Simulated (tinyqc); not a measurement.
Carrier statistics of a doped semiconductor with parabolic bands, step by step. Values are carried at full precision from step to step, so a last printed digit may differ when a step is redone from the rounded ones.

Constants: kB = 8.617333262e-05 eV/K; hbar^2/2m0 = 3.80998211 eV angstrom^2.

Parameters, chosen for this exercise (near those of Si; shifted at random, so the results belong to these values and not to a real crystal): Eg0 = 1.166 eV (gap at 0 K); al = 0.000454 eV/K (Varshni alpha); be = 670 K (Varshni beta); T = 300 K; ml = 0.887 m0 (longitudinal electron mass); mt = 0.196 m0 (transverse electron mass); Mv = 6 (equivalent valleys); mhh = 0.514 m0 (heavy-hole mass); mlh = 0.151 m0 (light-hole mass); ND = 1.8e+12 1/cm^3 (donors); NA = 2.7e+17 1/cm^3 (acceptors); ED = 0.0464 eV (donor level below Ec); EA = 0.0455 eV (acceptor level above Ev).

## Gap and thermal energy

Eg(T) = Eg0 - al T^2/(T + be) (Varshni).

Eg = 1.12388 eV
kT = 0.025852 eV

The gap has shrunk by 42.1 meV from 0 K and is 43.5 kT wide.

## Effective densities of states

m_de = Mv^(2/3) (ml mt^2)^(1/3); m_dh = (mhh^(3/2) + mlh^(3/2))^(2/3); N = 2 (m kB T/(4 pi c))^(3/2) with c = hbar^2/2m0, in 1/angstrom^3; times 1e24 for 1/cm^3.

m_de = 1.0705 m0
m_dh = 0.5672 m0
Nc = 2.7793e+19 1/cm^3
Nv = 1.0720e+19 1/cm^3

The light holes supply 13.7 % of Nv, and Nc/Nv = 2.59.

## Intrinsic density and level

With Boltzmann statistics ni = sqrt(Nc Nv) exp(-Eg/2kT) and Ei = Eg/2 + (kT/2) ln(Nv/Nc), counted from Ev.

ni = 6.26e+09 1/cm^3
Ei = 0.5496 eV

Ei lies 12.3 meV below midgap, towards the band with the smaller density of states.

## Neutrality by bisection

Energies are counted from Ev, so Ec = Eg. n = Nc F_1/2((EF - Eg)/kT), p = Nv F_1/2(-EF/kT), ND+ = ND/(1 + 2 exp((EF - Eg + ED)/kT)), NA- = NA/(1 + 4 exp((EA - EF)/kT)); neutrality asks p + ND+ = n + NA-. F_j(eta) = (1/Gamma(j + 1)) integral_0^infinity x^j dx/(1 + exp(x - eta)), which tends to exp(eta) for eta << 0.

Start from the bracket [-0.2 eV, Eg + 0.2 eV]; at the midpoint EF take the sign of p + ND+ - n - NA-; where it is positive EF must rise. Fourteen steps are shown.

Bisection (eV, 1/cm^3):
```
step       low     high        EF         n         p       ND+       NA-  sign
1     -0.20000  1.32388   0.56194  1.01e+10  3.89e+09  1.80e+12  2.70e+17     -
2     -0.20000  0.56194   0.18097  4.02e+03  9.77e+15  1.80e+12  2.64e+17     -
3     -0.20000  0.18097  -0.00952      2.53  1.09e+19  1.80e+12  7.80e+15     +
4     -0.00952  0.18097   0.08573       101  3.84e+17  1.80e+12  1.46e+17     +
5      0.08573  0.18097   0.13335       636  6.15e+16  1.80e+12  2.38e+17     -
6      0.08573  0.13335   0.10954       253  1.54e+17  1.80e+12  2.02e+17     -
7      0.08573  0.10954   0.09763       160  2.44e+17  1.80e+12  1.76e+17     +
8      0.09763  0.10954   0.10358       201  1.94e+17  1.80e+12  1.90e+17     +
9      0.10358  0.10954   0.10656       226  1.73e+17  1.80e+12  1.96e+17     -
10     0.10358  0.10656   0.10507       213  1.83e+17  1.80e+12  1.93e+17     -
11     0.10358  0.10507   0.10433       207  1.88e+17  1.80e+12  1.91e+17     -
12     0.10358  0.10433   0.10396       204  1.91e+17  1.80e+12  1.91e+17     +
13     0.10396  0.10433   0.10414       206  1.90e+17  1.80e+12  1.91e+17     -
14     0.10396  0.10414   0.10405       205  1.90e+17  1.80e+12  1.91e+17     -
```

Each step halves the bracket, which is 0.186 meV wide at the last row.

## The neutral state

Solve the neutrality condition for EF to convergence.

EF = 0.1040 eV
n = 205 1/cm^3
p = 1.91e+17 1/cm^3
ND+ = 1.80e+12 1/cm^3
NA- = 1.91e+17 1/cm^3

The material is p-type; 70.6 % of the acceptors are ionised. EF lies 4.02 kT inside the gap from the valence edge, so Boltzmann statistics would serve; n p/(Nc Nv exp(-Eg/kT)) = 0.994.

## Checks

- F_1/2(1) by the trapezoid rule against adaptive quadrature: both 1.575641.
- Positive against negative charge at the solution (1/cm^3): both 1.90661e+17.

Run: tinyqc, `OMP_NUM_THREADS=1 python tinyqc.py 1681508 1681509 out.jsonl`; Intel(R) Xeon(R) Processor @ 2.30GHz, one thread, shared host; about 0.01 s of CPU time with all checks.
